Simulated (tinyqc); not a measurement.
Worked calculation: tight binding, dimerised chain. One step of it, computed by the program tinyqc.

Question. Levels at k. Diagonalise the Hermitian matrix.

H(k) at k (eV):
```
                     A                    B
A             0.150000  -2.489375+0.925790i
B  -2.489375-0.925790i            -0.150000
```

Give: eigenvalues; weights |c|^2 of the basis functions.

Answer.

eigenvalues (eV): -2.660  2.660

weights |c|^2 of the basis functions:
```
   band 1  band 2
A   0.472   0.528
B   0.528   0.472
```
